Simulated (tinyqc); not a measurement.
Slope factor and drain-induced lowering from three currents.

Problem. With source and body at 0 V, I = A exp((Vg + dd Vd)/(nf Vt)) (1 - exp(-Vd/Vt)). Find nf, the swing nf Vt ln 10 and dd.

Values chosen for this exercise: temperature T = 378 K.

Constants: q = 1.602176634e-19 C, kB = 1.380649e-23 J/K, Vt = kB T/q. Results are converted to the units shown.

currents at (Vg, Vd) = (0, 0.05), (0, 0.9) and (0.1, 0.9) V (nA/um): [0.36780284, 4.8515398, 47.957958]

Solution. The pair at equal Vd gives nf; the pair at equal Vg, after dividing out the factors 1 - exp(-Vd/Vt), gives dd.

nf = 1.34
swing = 101 mV/decade
dd = 0.120

Program tinyqc, `OMP_NUM_THREADS=1 python tinyqc.py 2242041 2242042 out.jsonl`; Intel Xeon 2.30GHz, shared host, one thread, about 0.03 s.
